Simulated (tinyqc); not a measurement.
Trap-assisted generation and recombination current of an abrupt junction: one step, computed by the program tinyqc. Command: `OMP_NUM_THREADS=1 python tinyqc.py 3015306 3015307 out.jsonl junctionleak walk`. One thread of a shared host (Intel(R) Xeon(R) Processor @ 2.30GHz), about 0.02 s of CPU time with the checks.

Depletion approximation, flat quasi-Fermi levels across the depleted layer, long neutral regions with minority lifetimes tau_n and tau_p, full ionisation and Boltzmann statistics. Voltages in exponents stand for e V.

Problem. Depleted layer under reverse bias. W = sqrt(2 eps eps_0 (V_bi - V)(1/N_A + 1/N_D)/e), x_p = W N_D/(N_A + N_D), x_n = W - x_p, peak field F_m = 2 (V_bi - V)/W; reverse bias means V = -V_r.

Inputs (values chosen for the exercise, with bands and screening modelled on silicon):
```
quantity,value,unit
gap E_g,1.11,eV
dielectric constant eps,11.9,-
acceptor density N_A,6.5e+17,cm^-3
donor density N_D,3.9e+17,cm^-3
reverse bias V_r,0.64,V
temperature T,250,K
```

Field enhancement: Hurkx tunnelling factor.

V_bi = 0.9583569 V

Constants: eps_0 = 8.8541878128e-12 F/m; e = 1.602176634e-19 C.

Give: W; x_p; x_n; peak field F_m.

Solution.

W = 92.87 nm

x_p = 34.83 nm

x_n = 58.04 nm

peak field F_m = 3.442e+05 V/cm

Caution: at such a field avalanche multiplication or band-to-band tunnelling, left out here, may dominate the reverse current.
